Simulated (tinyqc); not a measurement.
The 3-omega method: a line heater on a substrate with a thin film: one step, computed by the program tinyqc.

A current at angular frequency omega = 2 pi f heats the line at 2 omega with the amplitude P per length; the temperature swing Delta T at 2 omega gives a voltage at 3 omega. The substrate is taken as semi-infinite and isotropic, and the heat capacity of heater and film is left out.

Task: The film adds a constant step. One-dimensional flow across the film: Delta T_f = P (t/kappa_f + R_i)/(2 b); total in-phase swing Delta T = Delta T_s + Delta T_f; third-harmonic amplitude V_3 = V_1 beta |Delta T|/2 with the out-of-phase part included; the apparent film conductivity is t/(t/kappa_f + R_i).

Inputs (values chosen for the exercise, modelled on silica on gallium oxide):

| quantity | value | unit |
|---|---|---|
| heater half-width b | 5.2 | micrometre |
| power amplitude per length P | 5.3 | W/m |
| film thickness t | 77 | nm |
| film conductivity kappa_f | 1.5 | W/(m K) |
| interface resistance R_i | 24 | m^2 K/GW |
| temperature coefficient of resistance beta | 2.1 | 1e-3/K |
| voltage amplitude V_1 | 2.2 | V |

in-phase Delta T_s = 0.3132336 K

out-of-phase Delta T_s = -0.06295656 K

Give: Delta T_f; total in-phase swing; V_3; apparent film conductivity; film share of the in-phase swing.

Result:

Delta T_f = 0.03839 K

total in-phase swing = 0.3516 K

V_3 = 0.8252 mV

apparent film conductivity = 1.022 W/(m K)

film share of the in-phase swing = 0.1092

The interface lowers the apparent conductivity by 32 %. The film is a small part of the signal: an error of 1 % in Delta T_s becomes 8 % in the film resistance. Caution: the penetration depth exceeds a fifth of the substrate thickness, so the back face is felt and the semi-infinite formula fails.
